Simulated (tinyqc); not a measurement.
Trading HF for NH4F at fixed fluoride: speciation in dilute and buffered hydrofluoric acid, oxide etch rate and bath loading. Computed by tinyqc, a small Python program. Command: `OMP_NUM_THREADS=1 python tinyqc.py 3120558 3120559 out.jsonl hfetch walk`. One thread of a shared host (Intel(R) Xeon(R) Processor @ 2.30GHz), about 0.01 s of CPU time with the checks.

Concentrations stand for activities, NH4+ and Cl- are spectators, and water ionisation is neglected. H, F and HF2 denote the ions H+, F- and HF2-. The base temperature is 298 K.

Inputs (values chosen for the exercise, of the order of those for thermal oxide at room temperature):

| quantity | value | unit |
|---|---|---|
| HF added | 0.14 | mol/L |
| NH4F added | 0 | mol/L |
| K1 = [H][F]/[HF] | 0.000623 | mol/L |
| K2 = [HF2]/([HF][F]) | 3.82 | L/mol |
| K3 = [H2F2]/[HF]^2 | 2.49 | L/mol |
| rate constant of neutral HF k_a | 18 | nm L/(min mol) |
| rate constant of HF2 k_b | 68 | nm L/(min mol) |

Method:
- Fluoride balance: [HF] + [F] + 2 [HF2] + 2 [H2F2] = HF added + NH4F added. Acid balance: [H] + [HF] + [HF2] + 2 [H2F2] = HF added + HCl added. For a trial [H], [HF] = [H][F]/K1, and the fluoride balance is a quadratic in [F].
- Rate = k_a ([HF] + 2 [H2F2]) + k_b [HF2], an empirical two-term form.
- Total fluoride is held at HF + NH4F added, without HCl; x is the share added as HF.

Against x:

| x | pH | [F] (mol/L) | [HF] (mol/L) | [HF2] (mol/L) | rate (nm/min) |
|---|---|---|---|---|---|
| 0.05 | 4.6606 | 0.13073 | 0.004584 | 0.002289 | 0.2401 |
| 0.15 | 4.1146 | 0.11306 | 0.013937 | 0.006019 | 0.6776 |
| 0.30 | 3.7020 | 0.08863 | 0.028258 | 0.009567 | 1.2308 |
| 0.40 | 3.4944 | 0.07366 | 0.037877 | 0.010658 | 1.5351 |
| 0.50 | 3.3049 | 0.05968 | 0.047465 | 0.010820 | 1.7921 |
| 0.60 | 3.1186 | 0.04662 | 0.056947 | 0.010142 | 2.0054 |
| 0.75 | 2.8145 | 0.02876 | 0.070759 | 0.007774 | 2.2511 |
| 0.90 | 2.4162 | 0.01353 | 0.083302 | 0.004305 | 2.4142 |
| 1.00 | 2.0634 | 0.00644 | 0.089377 | 0.002200 | 2.4744 |

What does the comparison show, and why?

[HF2] is largest at x = 0.5 and the rate at x = 1 among these rows; HF2 needs both HF and F.

Extremes, crossings and ranges named in words are read from the listed rows.
